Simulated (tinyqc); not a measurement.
## MOS capacitor on an n-type substrate, surface potential from the exact charge relation: Capacitance-voltage curves

Uniform n-type substrate, Boltzmann statistics, full ionisation, classical densities. psi is the surface potential against the body (positive when the bands bend down) and u = -psi/Vt. Traps are spread evenly over the gap and neutral at flat band, so their charge is -q Dit psi; the minority quasi-Fermi level is shifted by Vb.

ni = sqrt(Nc Nv) exp(-Eg/(2 Vt)), Eg in volts; phiF = Vt ln(N/ni); Cox = eps0 eox/tox; Vfb = phiM - chi - Vt ln(Nc/N) - q Nf/Cox; Q0 = sqrt(2 eps0 eps_r q N Vt); r = (ni/N)^2 exp(-Vb/Vt); VT = Vfb - [(2 phiF + Vb)(1 + q Dit/Cox) + sqrt(2 eps0 eps_r q N (2 phiF + Vb))/Cox]. u = -psi/Vt; F^2 = exp(-u) + u - 1 + r (exp(u) - u - 1); Qs = +sign(u) Q0 F; Cs = -dQs/dpsi = (Q0/Vt) |1 - exp(-u) + r (exp(u) - 1)|/(2 F). psi solves Vg = Vfb + psi + (q Dit psi - Qs)/Cox. Low frequency: 1/C_LF = 1/Cox + 1/(Cs + q Dit). High frequency, in the simple estimate in which traps and minority carriers do not follow: 1/C_HF = 1/Cox + 1/Cd, Cd being Cs with r = 0 at the same psi. Deep depletion: r = 0 and Dit = 0 both in the equation for psi and in Cs. Minority sheet density N_inv = (Q0/(2 q)) int_0^u r (exp(t) - 1)/F(t) dt for u > 0. N_inv under 1 cm^-2 is printed as 0. Regimes: accumulation when majority carriers gather, then depletion up to |psi| = phiF + Vb, weak inversion up to 2 phiF + Vb, strong inversion beyond.

Values chosen for this exercise; band and dielectric values close to those of silicon:
- T = 300 K (temperature)
- Eg = 1.11 eV (band gap)
- eps_r = 11.6 (relative permittivity)
- Nc = 2.76e19 cm^-3 (conduction-band density of states at T)
- Nv = 2.67e19 cm^-3 (valence-band density of states at T)
- chi = 4.07 eV (electron affinity)
- N = 1.7e15 cm^-3 (donor density of the substrate)
- eox = 3.9 (relative permittivity of the gate insulator (close to silicon dioxide))
- tox = 27 nm (insulator thickness)
- phiM = 4.18 eV (gate work function)
- Nf = 0 cm^-2 (fixed charge at the interface, in units of q)
- Dit = 0 cm^-2 eV^-1 (density of interface traps)
- Vb = 0 V (reverse bias of the inversion layer against the body)

Constants: q = 1.602176634e-19 C, kB = 1.380649e-23 J/K, Vt = kB T/q, eps0 = 8.8541878128e-14 F/cm where lengths are in cm. Results are converted to the units shown.

Results:

| Vg (V) | psi (V) | C_LF/Cox | C_HF/Cox | C_deep/Cox | N_inv (cm^-2) | regime |
|---|---|---|---|---|---|---|
| 0.71 | 0.16276 | 0.93085 | 0.93085 | 0.93085 | 0 | accumulation |
| 0.48 | 0.14409 | 0.90400 | 0.90400 | 0.90400 | 0 | accumulation |
| 0.25 | 0.11647 | 0.84811 | 0.84811 | 0.84811 | 0 | accumulation |
| 0.02 | 0.067223 | 0.69538 | 0.69538 | 0.69538 | 0 | accumulation |
| -0.21 | -0.042273 | 0.33696 | 0.33696 | 0.33696 | 2.9500 | depletion |
| -0.45 | -0.22652 | 0.17109 | 0.17109 | 0.17109 | 1692.4 | depletion |
| -0.91 | -0.62173 | 0.23143 | 0.10698 | 0.10663 | 3.9773e9 | strong inversion |
| -1.14 | -0.71690 | 0.79613 | 0.10011 | 0.093314 | 1.0447e11 | strong inversion |
| -1.37 | -0.75034 | 0.89247 | 0.097997 | 0.083995 | 2.6010e11 | strong inversion |
| -1.61 | -0.77137 | 0.92763 | 0.096739 | 0.076741 | 4.3440e11 | strong inversion |
| -1.84 | -0.78585 | 0.94486 | 0.095902 | 0.071301 | 6.0618e11 | strong inversion |

Estimate the missing row, Vg = -0.68 V.

Computed row:

| Vg (V) | psi (V) | C_LF/Cox | C_HF/Cox | C_deep/Cox | N_inv (cm^-2) | regime |
|---|---|---|---|---|---|---|
| -0.68 | -0.42283 | 0.12806 | 0.12798 | 0.12798 | 2.2880e6 | weak inversion |

With this row back in the table: C_LF/Cox is lowest, 0.128, at Vg = -0.68 V (weak inversion) among the rows listed and is 0.945 in the last row, where C_HF/Cox is 0.0959 and the deep-depletion value 0.0713. Vfb = -0.141 V, where C_HF/Cox = 0.449 (Cox in series with eps0 eps_r/LD), and VT = -0.895 V. Over the last two rows psi moves by only 0.063 V a volt of gate bias, since the inversion charge screens the body. In strong accumulation and inversion degeneracy and confinement, left out here, lower the capacitance.

Program tinyqc, `OMP_NUM_THREADS=1 python tinyqc.py 2060042 2060043 out.jsonl`; Intel Xeon 2.30GHz, shared host, one thread, about 0.01 s.
